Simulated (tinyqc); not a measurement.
Thickness of the second layer from the transmission.

Question. A two-layer stack carries the voltage V: F1 = V/(t1 + t2 eps1/eps2), F2 = F1 eps1/eps2; U = phi1 - F1 x in layer 1 and phi2 - F1 t1 - F2 (x - t1) in layer 2. T = exp(-S) at E = 0, C = hbar^2/(2 m0). Each layer adds (2/F) sqrt(m/C) [G(u at its left edge) - G(u at its right edge)] to S, with u = U - E (0 where negative) and G(u) = (2/3) u^1.5. Find t2, known to lie between 0.3 and 6 nm, and F1.

Inputs (values chosen for the exercise):

| symbol | value | unit | meaning |
|---|---|---|---|
| phi1 | 3.15 | eV | barrier of layer 1 above the emitter Fermi level at zero bias |
| m1 | 0.48 | m0 | tunnelling mass of layer 1 |
| t1 | 1.2 | nm | thickness of layer 1 |
| eps1 | 3.85 |  | relative permittivity of layer 1 |
| phi2 | 1.43 | eV | barrier of layer 2 at zero bias |
| m2 | 0.24 | m0 | tunnelling mass of layer 2 |
| eps2 | 25.7 |  | relative permittivity of layer 2 |
| V | 0.4 | V | voltage across the dielectric |

Constants: q = 1.602176634e-19 C, hbar = 1.054571817e-34 J s, m0 = 9.1093837015e-31 kg, hbar^2/(2 m0) = 0.0380998212 eV nm^2. Results are converted to the units shown.

T at E = 0 = 4.1039758e-15

Solution. Over that range S rises steadily with t2, so S = -ln T has one root, found by bisection.

t2 = 3.50 nm
F1 = 2.32 MV/cm

Computed by the program tinyqc: `OMP_NUM_THREADS=1 python tinyqc.py 2540088 2540089 out.jsonl`, one thread of a shared Intel Xeon 2.30GHz, about 0.04 s for the whole run.
